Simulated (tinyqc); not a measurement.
What each parameter of the potential does: deformation potentials from a strained empirical pseudopotential.

Diamond lattice, no spin-orbit coupling. Atomic form factor V(q) = a1 (q^2 - a2)/(a3 exp(a4 q^2) - 1) in rydberg with q in 1/bohr, for the unstrained cell. Under a strain e the reciprocal vectors and k go over into (1 + e)^(-1) G, the atoms sit at +/- tau with tau = (1 + e) a (1,1,1)/8 - zeta a (eyz, ezx, exy)/4, and H(G,G') = c |k + G|^2 delta + (V(q)/det(1 + e)) cos(q.tau), q = G - G', with the term q = 0 left out; c = hbar^2/2m0. The basis is fixed before straining: all G with |k + G|^2 up to 16 (2 pi/a)^2. k is given in units of 2 pi/a of the unstrained cell.

Constants: hbar^2/2m0 = 3.80998211 eV angstrom^2; Ry = 13.60569312 eV; a0 (Bohr radius) = 0.5291772105 angstrom.

Parameters, chosen for this exercise (near those of Si; not measured data): a = 5.421 angstrom (lattice constant); a1 = 0.537; a2 = 2.202; a3 = 2.072; a4 = 0.492; kD = 0.82 2 pi/a (position of the Delta minimum).

Gaps from the valence top to level 8 at Gamma and level 5 at (kD,0,0) and L, and their deformation potentials [E(+h) - E(-h)]/(3 ln((1 + h)/(1 - h))) for e = +/- h 1, h = 0.002. The row for the lattice constant keeps V(q) without the volume factor, so it is not a strain.

One parameter was then changed.

Results before and after:
```
case     Gamma (eV)  Delta (eV)  L (eV)  potential Gamma (eV)  potential Delta (eV)  potential L (eV)
base          3.955       0.968   1.882                 -8.59                  2.74             -1.84
changed       4.068       0.894   1.887                 -8.52                  2.79             -1.81
```

Which of these changes was made? (a) a2 = 2.18; (b) a1 = 0.542; (c) a4 = 0.487; (d) a = 5.475 angstrom; (e) a3 = 2.051.

Answer: (a) a2 = 2.18. Of the candidates, run in turn, only this one gives the changed row.

All candidates:
```
case                Gamma (eV)  Delta (eV)  L (eV)  potential Gamma (eV)  potential Delta (eV)  potential L (eV)
base                     3.955       0.968   1.882                 -8.59                  2.74             -1.84
a = 5.475 angstrom       3.824       1.258   1.981                 -8.88                  2.43             -2.02
a1 = 0.542               3.996       1.034   1.930                 -8.66                  2.73             -1.85
a2 = 2.18                4.068       0.894   1.887                 -8.52                  2.79             -1.81
a3 = 2.051               4.001       1.062   1.946                 -8.68                  2.74             -1.84
a4 = 0.487               4.048       1.053   1.957                 -8.76                  2.66             -1.92
```

Run: tinyqc, `OMP_NUM_THREADS=1 python tinyqc.py 1851239 1851240 out.jsonl`; Intel(R) Xeon(R) Processor @ 2.30GHz, one thread, shared host; about 0.2 s of CPU time with all checks.
